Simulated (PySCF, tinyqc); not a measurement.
Worked calculation: FCI on RHF in the sto-3g basis, for Be, spin multiplicity 1. The lowest restricted solution is unstable here: a spin-polarised one lies 0.0012 hartree lower (PySCF). One step of it, computed by the program tinyqc.

Task: Integrals over molecular orbitals. (pq|rs) = sum C_ip C_jq C_kr C_ls (ij|kl), one index at a time.

coefficients C:
```
              MO1        MO2       MO3       MO4       MO5
1Be 1s   0.992898  -0.293881  0.000000  0.000000  0.000000
1Be 2s   0.026138   1.035147  0.000000  0.000000  0.000000
1Be 2px  0.000000   0.000000  1.000000  0.000000  0.000000
1Be 2py  0.000000   0.000000  0.000000  1.000000  0.000000
1Be 2pz  0.000000   0.000000  0.000000  0.000000  1.000000
```

core Hamiltonian H = T + V (hartree), lower triangle:
```
            1Be 1s     1Be 2s    1Be 2px    1Be 2py    1Be 2pz
1Be 1s   -7.867117
1Be 2s   -1.932258  -2.102157
1Be 2px   0.000000   0.000000  -1.634157
1Be 2py   0.000000   0.000000   0.000000  -1.634157
1Be 2pz   0.000000   0.000000   0.000000   0.000000  -1.634157
```

Two-electron integrals (ij|kl) in chemists' order, unique and non-zero (hartree):
```
(11|11) 2.298831   (21|11) 0.392036   (21|21) 0.079539   (22|11) 0.570988
(22|21) 0.143041   (22|22) 0.417683   (31|31) 0.014607   (32|31) 0.021888
(32|32) 0.092265   (33|11) 0.569578   (33|21) 0.143083   (33|22) 0.417589
(33|33) 0.449859   (41|41) 0.014607   (42|41) 0.021888   (42|42) 0.092265
(43|43) 0.024249   (44|11) 0.569578   (44|21) 0.143083   (44|22) 0.417589
(44|33) 0.401360   (44|44) 0.449859   (51|51) 0.014607   (52|51) 0.021888
(52|52) 0.092265   (53|53) 0.024249   (54|54) 0.024249   (55|11) 0.569578
(55|21) 0.143083   (55|22) 0.417589   (55|33) 0.401360   (55|44) 0.401360
(55|55) 0.449859
```

Give: one-electron integrals over orbitals h = C^T H C; Two-electron integrals over orbitals.

Result:

one-electron integrals over orbitals h = C^T H C (hartree), lower triangle:
```
         1        2        3        4        5
1  -7.8575
2   0.2676  -1.7564
3   0.0000   0.0000  -1.6342
4   0.0000   0.0000   0.0000  -1.6342
5   0.0000   0.0000   0.0000   0.0000  -1.6342
```

Two-electron integrals over orbitals (pq|rs), unique and non-zero (hartree):
```
(11|11) 2.2753    (21|11) -0.2533   (21|21) 0.0443    (22|11) 0.5712
(22|21) -0.0142   (22|22) 0.4041    (31|31) 0.0156    (32|31) 0.0206
(32|32) 0.0868    (33|11) 0.5692    (33|21) -0.0089   (33|22) 0.4096
(33|33) 0.4499    (41|41) 0.0156    (42|41) 0.0206    (42|42) 0.0868
(43|43) 0.0242    (44|11) 0.5692    (44|21) -0.0089   (44|22) 0.4096
(44|33) 0.4014    (44|44) 0.4499    (51|51) 0.0156    (52|51) 0.0206
(52|52) 0.0868    (53|53) 0.0242    (54|54) 0.0242    (55|11) 0.5692
(55|21) -0.0089   (55|22) 0.4096    (55|33) 0.4014    (55|44) 0.4014
(55|55) 0.4499
```
